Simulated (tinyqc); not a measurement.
Zener tunnelling in a reverse-biased junction, two-band WKB: two steps of the calculation.

Abrupt p-n junction, depletion approximation. Energies E are counted from the conduction-band edge of the neutral n side; its Fermi level lies at dn, that of the p side at dn - V, and the valence-band edge of the neutral p side at Em = dn + dp - V. Tunnelling needs 0 < E < Em. Two-band dispersion with equal masses m: inside the gap kappa = sqrt(m u (1 - u/Eg)/C), u the distance from a band edge, C = hbar^2/(2 m0).

Values chosen for this exercise; band and dielectric values close to those of germanium:
```
symbol    value   unit                                     meaning
T           300      K                                 temperature
Eg        0.659     eV                                    band gap
Nc      1.04e19  cm^-3  conduction-band density of states at 300 K
Nv      5.97e18  cm^-3     valence-band density of states at 300 K
m         0.044     m0        band-edge mass of the two-band model
Na       3.4e19  cm^-3                            acceptor density
Nd       8.7e18  cm^-3                               donor density
V            -1      V                          bias of the p side
nE           13                          points of the energy grid
```

Constants: q = 1.602176634e-19 C, kB = 1.380649e-23 J/K, hbar = 1.054571817e-34 J s, h = 6.62607015e-34 J s, m0 = 9.1093837015e-31 kg, Vt = kB T/q, hbar^2/(2 m0) = 0.0380998212 eV nm^2. Results are converted to the units shown.

Task 1. Fermi levels and built-in voltage. Nd = Nc F12(dn/Vt), Na = Nv F12(dp/Vt), F12(x) = (2/sqrt(pi)) int_0^infinity sqrt(u)/(1 + exp(u - x)) du; dn = EF - Ec on the n side, dp = Ev - EF on the p side (negative outside the bands); Vbi = Eg + dn + dp.

Give: dn; dp; Vbi.

Result 1.

dn = 0.002945 eV
dp = 0.09348 eV
Vbi = 0.7554 V

Boltzmann statistics would give dn = -0.00461 eV and dp = 0.0450 eV. At zero bias the bands of the two sides overlap by dn + dp.

Task 2. Current density on a coarse grid. J = KJ exp(-S) Eb times the integral from 0 to Em of [f(E - dn) - f(E - dn + V)] [1 - exp(-min(E, Em - E)/Eb)] dE, f(x) = 1/(1 + exp(x/Vt)), with S and Eb from the mean field; J > 0 flows from p to n. KJ = (2 q^2/h) m/(4 pi C) (times 1e14 for A/cm^2 per eV^2). Simpson's rule on nE equally spaced points from 0 to Em.

dn = 0.0029445147 eV
dp = 0.093478834 eV
S = 5.4958486
Eb = 29.977172 meV

Give: E; difference of the f; transverse factor; integral; KJ; J.

Result 2.

```
point  E (eV)  difference of the f  transverse factor
0       0.000               -0.472              0.000
1       0.091               -0.968              0.953
2       0.183               -0.999              0.998
3       0.274               -1.000              1.000
4       0.365               -1.000              1.000
5       0.457               -1.000              1.000
6       0.548               -1.000              1.000
7       0.640               -1.000              1.000
8       0.731               -1.000              1.000
9       0.822               -0.999              1.000
10      0.914               -0.969              0.998
11      1.005               -0.480              0.953
12      1.096               -0.026              0.000
```

integral = -0.9575 eV
KJ = 7.121e8 A/(cm^2 eV^2)
J = -8.388e4 A/cm^2

Range of the model: The two-band model describes a direct gap; phonon-assisted tunnelling across an indirect gap is left out. Parabolic densities of states, no band tails and no gap narrowing, all of which matter at such doping.

Computed by the program tinyqc: `OMP_NUM_THREADS=1 python tinyqc.py 2620129 2620130 out.jsonl`, one thread of a shared Intel Xeon 2.30GHz, about 0.01 s for the whole run.
